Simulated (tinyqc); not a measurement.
Tunnelling through a two-layer gate stack, WKB transmission and Tsu-Esaki current: two steps of the calculation.

Electrons leave the emitter at x = 0. Energies E (motion across the layers) are in eV from the emitter Fermi level; the collector Fermi level lies at -V and offers states at every E. No charge in the dielectric and no image force: F1 = V/(t1 + t2 eps1/eps2), F2 = F1 eps1/eps2; U = phi1 - F1 x in layer 1 and phi2 - F1 t1 - F2 (x - t1) in layer 2. With C = hbar^2/(2 m0), kappa = sqrt(m (U - E)/C) where U > E and 0 elsewhere; T(E) = exp(-S), S = 2 times the integral of kappa over x.

Inputs (values chosen for the exercise); layer 1 close to silicon dioxide, layer 2 close to hafnium oxide:

| symbol | value | unit | meaning |
|---|---|---|---|
| T | 77 | K | temperature |
| Ef | 0.39 | eV | Fermi energy of the emitter above its band bottom |
| me | 0.59 | m0 | emitter mass in the supply function |
| phi1 | 3.02 | eV | barrier of layer 1 above the emitter Fermi level at zero bias |
| m1 | 0.49 | m0 | tunnelling mass of layer 1 |
| t1 | 1.2 | nm | thickness of layer 1 |
| eps1 | 4.07 |  | relative permittivity of layer 1 |
| phi2 | 1.49 | eV | barrier of layer 2 at zero bias |
| m2 | 0.19 | m0 | tunnelling mass of layer 2 |
| t2 | 3 | nm | thickness of layer 2 |
| eps2 | 22.3 |  | relative permittivity of layer 2 |
| V | 0.5 | V | voltage across the dielectric |
| Ea | -0.39 | eV | lower end of the energy grid |
| Eb | 0.064 | eV | upper end of the energy grid |
| nE | 15 |  | points of the energy grid |

Constants: q = 1.602176634e-19 C, kB = 1.380649e-23 J/K, hbar = 1.054571817e-34 J s, m0 = 9.1093837015e-31 kg, Vt = kB T/q, hbar^2/(2 m0) = 0.0380998212 eV nm^2. Results are converted to the units shown.

Problem 1. Fields and band edges. F1 = V/(t1 + t2 eps1/eps2), F2 = F1 eps1/eps2; U = phi1 - F1 x in layer 1 and phi2 - F1 t1 - F2 (x - t1) in layer 2. EOT = 3.9 (t1/eps1 + t2/eps2).

Find: F1; F2; U at the end of layer 1; U at the start of layer 2; U at the end of layer 2; EOT.

Solution 1.

F1 = 2.861 MV/cm
F2 = 0.5222 MV/cm
U at the end of layer 1 = 2.677 eV
U at the start of layer 2 = 1.147 eV
U at the end of layer 2 = 0.9900 eV
EOT = 1.675 nm

Problem 2. Current density on a coarse energy grid. Each layer adds (2/F) sqrt(m/C) [G(u at its left edge) - G(u at its right edge)] to S, with u = U - E (0 where negative) and G(u) = (2/3) u^1.5. The slope follows from 1/d = -dS/dE.

J = J0 times the integral of T(E) N(E) dE, N = ln[(1 + exp(-E/Vt))/(1 + exp((-E - V)/Vt))], J0 = q^2 me m0 kB T/(2 pi^2 hbar^3) (times 1e-4 for A/cm^2 per eV), by Simpson's rule on nE equally spaced points from Ea to Eb.

Wanted: E; T(E); N; T(E) N; J0; J.

Solution 2.

```
point,E (eV),T(E),N,T(E) N
0,-0.3900,1.770e-14,58.78,1.040e-12
1,-0.3576,2.293e-14,53.89,1.235e-12
2,-0.3251,2.977e-14,49.00,1.459e-12
3,-0.2927,3.875e-14,44.11,1.710e-12
4,-0.2603,5.058e-14,39.23,1.984e-12
5,-0.2279,6.620e-14,34.34,2.273e-12
6,-0.1954,8.689e-14,29.45,2.559e-12
7,-0.1630,1.144e-13,24.57,2.810e-12
8,-0.1306,1.510e-13,19.68,2.972e-12
9,-0.0981,2.000e-13,14.79,2.958e-12
10,-0.0657,2.658e-13,9.904,2.632e-12
11,-0.0333,3.543e-13,5.023,1.780e-12
12,-0.0009,4.741e-13,0.7598,3.602e-13
13,0.0316,6.367e-13,0.008546,5.441e-15
14,0.0640,8.582e-13,6.473e-5,5.555e-17
```

J0 = 6.335e7 A/(cm^2 eV)
J = 5.209e-5 A/cm^2

The integrand peaks at E = -0.131 eV among these points.

Computed by the program tinyqc: `OMP_NUM_THREADS=1 python tinyqc.py 2540061 2540062 out.jsonl`, one thread of a shared Intel Xeon 2.30GHz, about 0.03 s for the whole run.
